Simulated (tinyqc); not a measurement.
Gaps across the alloy: alloy A(1-x)B(x) by interpolation with bowing.

Each gap follows E(x) = (1 - x) E_A + x E_B - C x (1 - x); the lattice constant follows Vegard, a(x) = (1 - x) a_A + x a_B.

Constants: hc = 1239.841984 eV nm.

Parameters, chosen for this exercise (A near GaAs, B near GaSb; not measured data): a = (5.658, 6.098) angstrom (lattice constant of A, B); Eg = (1.498, 0.821) eV (gap at Gamma to the s-like level of A, B); EgX = (2.004, 1.131) eV (gap to the lowest valley along Gamma-X of A, B); EgL = (1.789, 0.88) eV (gap to L of A, B); C = (1.379, 1.155, 1.422) eV (bowing of the Gamma, X and L gaps).

Eleven compositions.

Gaps (eV):

| x | a (angstrom) | Gamma | X | L | lowest | wavelength (nm) |
|---|---|---|---|---|---|---|
| 0.0 | 5.6580 | 1.498 | 2.004 | 1.789 | Gamma | 828 |
| 0.1 | 5.7020 | 1.306 | 1.813 | 1.570 | Gamma | 949 |
| 0.2 | 5.7460 | 1.142 | 1.645 | 1.380 | Gamma | 1086 |
| 0.3 | 5.7900 | 1.005 | 1.500 | 1.218 | Gamma | 1233 |
| 0.4 | 5.8340 | 0.896 | 1.378 | 1.084 | Gamma | 1383 |
| 0.5 | 5.8780 | 0.815 | 1.279 | 0.979 | Gamma | 1522 |
| 0.6 | 5.9220 | 0.761 | 1.203 | 0.902 | Gamma | 1630 |
| 0.7 | 5.9660 | 0.735 | 1.150 | 0.854 | Gamma | 1688 |
| 0.8 | 6.0100 | 0.736 | 1.121 | 0.834 | Gamma | 1685 |
| 0.9 | 6.0540 | 0.765 | 1.114 | 0.843 | Gamma | 1622 |
| 1.0 | 6.0980 | 0.821 | 1.131 | 0.880 | Gamma | 1510 |

What does the comparison show, and why?

The lowest valley is Gamma at every x. The Gamma gap has a minimum inside the range, 0.732 eV at x = (C - (E_B - E_A))/(2C) = 0.745, since the bowing exceeds the difference of the end gaps.

(tinyqc, `OMP_NUM_THREADS=1 python tinyqc.py 1050810 1050811 out.jsonl`, Intel(R) Xeon(R) Processor @ 2.30GHz, 1 thread, shared host, about 0.01 s.)
